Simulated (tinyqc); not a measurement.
Deformation-potential model of the Delta valleys of a conduction band: one step. Strain from a uniaxial [110] stress.

s11 = (C11 + C12)/((C11 - C12)(C11 + 2 C12)), s12 = -C12/((C11 - C12)(C11 + 2 C12)), s44 = 1/C44; exx = s11 sxx + s12 (syy + szz) and cyclic, exy = s44 sxy/2; tension is positive. A uniaxial stress X along the unit vector n is s_ij = X n_i n_j.

Inputs chosen for the exercise (near those of Si; not measured data): C11 = 167.3 GPa; C12 = 65.7 GPa; C44 = 80.7 GPa; load = uniaxial [110] (kind of stress); X = -0.97 GPa (stress).

Question. Form the compliances and the strain.

Give: s11, s12, s44; strain tensor.

Answer.

s11, s12, s44 (1/TPa): [7.6776, -2.1649, 12.3916]

strain tensor, rows x, y, z and columns alike:
```
[[-0.002674, -0.003005, 0.000000],
 [-0.003005, -0.002674, 0.000000],
 [0.000000, 0.000000, 0.002100]]
```

Program tinyqc; command `OMP_NUM_THREADS=1 python tinyqc.py 1080621 1080622 out.jsonl`; about 0.04 s on one thread of a shared Intel(R) Xeon(R) Processor @ 2.30GHz.
